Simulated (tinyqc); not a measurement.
Equilibrium crystal shape, supported particles, Gibbs-Thomson effect and coarsening: one step, computed by the program tinyqc.

A cubic crystal bounded by {100}, {110} and {111} facets only.

Task: The Wulff shape. Wulff construction: the facet planes lie at distances lambda gamma from the centre, and the shape is the region inside all of them; V = (1/3) sum of area x distance. gamma_mean = sum A gamma / sum A; shape factor eta = A/V^(2/3) (4.836 for a sphere). lambda follows from V = N Omega.

Inputs (values chosen for the exercise, for a model metal): atoms in the particle N = 550.

gamma (J/m^2): (100) 1.814498, (110) 2.037998, (111) 1.849252

Omega = 19.05626 angstrom^3

Constants: e = 1.602176634e-19 C.

Give: area fractions; gamma_mean; shape factor eta; distances of the planes from the centre; surface energy per atom.

Result:

area fractions: {100} 0.3975, {110} 0.1564, {111} 0.4460

gamma_mean = 1.865 J/m^2

shape factor eta = 5.124

distances of the planes from the centre (nm): {100} 1.247, {110} 1.400, {111} 1.271

surface energy per atom = 0.5193 eV

Present: {100}, {110}, {111}. Caution: below a few thousand atoms edges and corners add to the energy and facets hold few atoms.
